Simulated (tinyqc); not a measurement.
Van der Pauw, Hall and four-point-probe measurements on a doped layer: one step of the calculation.

A uniform p-type layer with sheet resistance Rs = 1/(q ns mu), point contacts, low field (mu B small).

Question. New z. The van der Pauw equation exp(-pi RA z) + exp(-pi RB z) = 1 is solved for z = 1/Rs: e1 = exp(-pi RA z), e2 = exp(-pi RB z), f = e1 + e2 - 1, f' = -pi (RA e1 + RB e2), z(new) = z - f/f'.

z after iteration 1 = 0.18115632 mS
RA = 21.532342 ohm
RB = 4095.1468 ohm

Wanted: e1; e2; f; f'; z after iteration 2.

Answer.

e1 = 0.9878
e2 = 0.09723
f = 0.08506
f' = -1.318 kohm
z after iteration 2 = 0.2457 mS

Numbers from tinyqc (`OMP_NUM_THREADS=1 python tinyqc.py 2850208 2850209 out.jsonl`; about 0.01 s on one thread of a shared Intel Xeon 2.30GHz).
